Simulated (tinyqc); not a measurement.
# Stoner model of a band magnet at zero temperature, step by step

A worked calculation. Computed by tinyqc, a small Python program that keeps every step. Command: `OMP_NUM_THREADS=1 python tinyqc.py 3002101 3002102 out.jsonl stoner walk`. One thread of a shared host (Intel(R) Xeon(R) Processor @ 2.30GHz), about 0.03 s of CPU time with the checks. Intermediate numbers are printed to about 7 digits and carried at full precision; extremes and crossings named in words are read from the listed rows.

Five orbitals per spin share one band; u = (E - E_bottom)/W runs from 0 to 1, and the states per spin, atom and energy are g = 5 d(u)/W with d = 1 - c cos(4 pi u). N(u) is the integral of d from 0. The moment m = n_up - n_down (electrons per atom) moves the fillings to n +/- m/10; the energy is E(m) = E_band(m) - I m^2/4.

Inputs (values chosen for the exercise, for a model d band): band width W = 6.4 eV; filling n per spin orbital = 0.36; Stoner parameter I = 1.06 eV; depth c of the valley = 0.38; field B = 30 T; start moment m0 = 0.19 mu_B; largest number of steps = 600.

Density of states: two peaks.

Constants: mu_B = 5.7883818060e-05 eV/T.

## The paramagnetic state

Solve N(u_F) = n; g_F = 5 d(u_F)/W; the Stoner product is I g_F.

u_F = 0.3337358

g_F = 0.9283855 1/eV

Stoner product I g_F = 0.9840886

I g_F < 1: the paramagnet is locally stable.

## Exchange-enhanced response

The susceptibility is enhanced by 1/(1 - I g_F), and a field B induces m = 2 mu_B B g_F/(1 - I g_F).

enhancement = 62.84796

induced moment = 0.2026413 mu_B

## Fixed-moment scan

For a moment m the Fermi levels of the two spins lie W [u(n + m/10) - u(n - m/10)] =: Delta apart; gbar = m/Delta is the mean density of states between them. A solution has I gbar = 1, is stable where gbar falls with m, or sits at saturation m_max = 10 min(n, 1 - n) if I gbar > 1 there. E_band(m) = 5 W [e(n + m/10) + e(n - m/10) - 2 e(n)], e = integral of u d(u) up to the Fermi level.

Against the moment:
```
m (mu_B)  Delta (eV)     I gbar  E(m) - E(0) (meV)
0.18        0.194343  0.9817680             0.1491
0.54        0.594409  0.9629736             2.1008
1.08        1.272812  0.8994261            19.4033
1.62        2.066474  0.8309805            82.9626
2.16        2.788534  0.8210766           200.1964
2.70        3.440225  0.8319224           345.9436
3.24        4.134183  0.8307324           516.2464
3.60        4.660390  0.8188156           654.5980
```

I gbar runs between 0.819 and 0.982; the energy falls with m where it exceeds 1 and rises where it is below. The lowest row is m = 0.18, and no row lies below the paramagnet.

## Self-consistent moment

Split the bands by Delta = I m, find the common Fermi level that keeps 10 n electrons, and read m(out) = 5 [N(u + Delta/(2W)) - N(u - Delta/(2W))], N clipped to 0 and 1. Start from m0 (at most 0.9 m_max, m_max = 10 min(n, 1 - n)); stop when m changes by less than 1e-8; moments under 1e-5 count as 0.

Iteration:
```
step   m in (mu_B)    Delta (eV)  m out (mu_B)
1     1.900000e-01  2.014000e-01  1.865034e-01
2     1.865034e-01  1.976936e-01  1.830881e-01
3     1.830881e-01  1.940734e-01  1.797512e-01
4     1.797512e-01  1.905363e-01  1.764901e-01
5     1.764901e-01  1.870795e-01  1.733023e-01
...            ...           ...           ...
596   1.263826e-05  1.339656e-05  1.243717e-05
597   1.243717e-05  1.318340e-05  1.223927e-05
598   1.223927e-05  1.297363e-05  1.204453e-05
599   1.204453e-05  1.276720e-05  1.185288e-05
600   1.185288e-05  1.256406e-05  1.166429e-05
```

moment m = 1.166429e-05 mu_B

last change of m = 1.885962e-07

Not converged within the cap: the last change is 1.9e-7 and shrinks or grows by 0.984 a step, the slope of the map.

Reruns still fail with largest number of steps = 40.
